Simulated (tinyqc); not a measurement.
Comparisons within one model: Wannier function of the lower band of a two-orbital chain. A value that a table varies takes the place of the one given here.

H(k) = [[-d/2 - 2 ta cos k, -t1 - t2 exp(-ik)], [-t1 - t2 exp(ik), d/2 - 2 tb cos k]], k in 1/a, Bloch sums with exp(ikR) and without the positions inside the cell. Mesh k_j = 2 pi j/N. Projection gauge: each lower eigenvector u is multiplied by the phase that makes <trial|u> real and positive (the one-band case of Loewdin orthogonalisation). Wannier amplitudes w(R) = (1/N) sum_k exp(ikR) u(k); hoppings H(R) = (1/N) sum_k exp(-ikR) E(k).

Inputs chosen for the exercise: d = 0.47 eV (A at -d/2, B at +d/2); t1 = 1.31 eV (A-B in the cell); t2 = 0.33 eV (B to A of the next cell); ta = 0.24 eV (A-A between cells); tb = 0.3 eV (B-B between cells); xb = 0.36 a (position of B (A at 0)); th = 45 degrees (trial orbital cos(th) A + sin(th) B in cell 0).

## Convergence with the mesh

Centre and Omega_I from overlaps M_j = u_j^+ diag(1, exp(-i b xb)) u_(j+1), b = 2 pi/N: centre -(1/2 pi) sum arg M, Omega_I = (1/(N b^2)) sum (1 - |M|^2). Largest error of the Fourier interpolation on 41 points from 0 to pi.

Mesh:
```
N   centre (a)  Omega_I (a^2)  H(1) (eV)  largest error (meV)
3      0.14171        0.03439   -0.41660               39.478
4      0.14143        0.03579   -0.42647                3.680
6      0.14129        0.03777   -0.42545                0.574
8      0.14122        0.03851   -0.42543                0.098
12     0.14117        0.03905   -0.42543                0.003
16     0.14115        0.03925   -0.42543                0.000
24     0.14113        0.03939   -0.42543                0.000
```

The interpolation error falls exponentially, from 3.7 meV at N = 4 to 0.003 at N = 12, because the hoppings decay exponentially for an isolated band (smallest gap 2.05 eV). Omega_I carries a finite-difference error and converges as a power: against the value 0.03951 on 400 points it is off by -0.00046 at N = 12 and -0.00012 at N = 24, an exponent of 1.98, near the limit 2.

## Choice of the trial orbital

N = 16. Centre, Omega_I and Omega_D from overlaps (b = 2 pi/N, M_j = u_j^+ diag(1, exp(-i b xb)) u_(j+1); Omega_D = (1/(N b^2)) sum (arg M_j + b centre)^2).

Trial angle:
```
th (deg)  smallest projection  centre (a)  Omega_I (a^2)  Omega_D (a^2)
0                       0.744      0.1411        0.03925        0.00369
15                      0.891      0.1411        0.03925        0.00079
30                      0.977      0.1411        0.03925        0.00001
45                      0.987      0.1411        0.03925        0.00045
60                      0.918      0.1411        0.03925        0.00213
75                      0.784      0.1411        0.03925        0.00589
90                      0.597      0.1411        0.03925        0.01488
```

Omega_I is the same for all. Omega_D is smallest at 30 degrees (0.00001) and largest at 90 (0.01488). The centre does not move.

## Centre against ionicity

N = 24, d varied. Overlaps M_j = u_j^+ diag(1, exp(-i b xb)) u_(j+1), b = 2 pi/N; centre -(1/2 pi) sum arg M_j folded into [0, 1); Omega_I = (1/(N b^2)) sum (1 - |M_j|^2); charge moved is -2 times the shift of the centre from its value at d = 0 (a doubly filled band); weight on A averaged over the mesh.

Against d:
```
d (eV)  centre (a)  charge moved (e)  weight on A  Omega_I (a^2)
-6.0        0.3466           -0.3414        0.043         0.0061
-3.0        0.3195           -0.2873        0.125         0.0165
-1.5        0.2737           -0.1957        0.252         0.0297
-0.5        0.2135           -0.0752        0.408         0.0393
0.0         0.1759            0.0000        0.503         0.0410
0.5         0.1390            0.0737        0.597         0.0392
1.5         0.0823            0.1872        0.749         0.0298
3.0         0.0394            0.2730        0.874         0.0168
6.0         0.0133            0.3252        0.956         0.0062
```

For large positive d the function sits on A (centre 0.013) and for large negative d on B at 0.36 (centre 0.347); at d = 0 it lies at 0.176, on the bond inside the cell, the stronger one. Among these rows the spread is largest at d = 0 eV.

## What each parameter does

N = 24: centre (folded into [0, 1)) and Omega_I from overlaps M_j = u_j^+ diag(1, exp(-i b xb)) u_(j+1), b = 2 pi/N: centre = -(1/2 pi) Im ln prod M_j, Omega_I = mean(1 - |M_j|^2)/b^2; and the first two hoppings H(R). Each row changes one parameter from the base and keeps the others.

Results:
```
case             centre (a)  Omega_I (a^2)  H(1) (eV)  H(2) (eV)
base                 0.1411         0.0394    -0.4254     0.0087
d = 0.77 eV          0.1211         0.0371    -0.4181     0.0077
t1 = 1.46 eV         0.1459         0.0380    -0.4268     0.0080
t2 = 0.23 eV         0.1441         0.0353    -0.3773     0.0040
ta = 0.34 eV         0.1474         0.0394    -0.4846     0.0100
xb = 0.41 a          0.1615         0.0485    -0.4254     0.0087
th = 55 degrees      0.1411         0.0394    -0.4254     0.0087
```

The largest shifts from the base row, up to three for each result and ties (the steps differ in size, so this ranks the rows, not the parameters). centre (a): xb +0.0204, d -0.0200, ta +0.0063; unchanged at the printed digits by th. Omega_I (a^2): xb +0.0091, t2 -0.0041, d -0.0023; unchanged at the printed digits by ta and th. H(1) (eV): ta -0.0592, t2 +0.0482, d +0.0074; unchanged at the printed digits by xb and th. H(2) (eV): t2 -0.0047, ta +0.0013, d -0.0011; unchanged at the printed digits by xb and th. The trial angle is a choice of gauge and moves none of these; xb enters the position operator alone, so it leaves the hoppings.

Run: tinyqc, `OMP_NUM_THREADS=1 python tinyqc.py 1450789 1450790 out.jsonl`; Intel(R) Xeon(R) Processor @ 2.30GHz, one thread, shared host; about 0.2 s of CPU time with all checks.
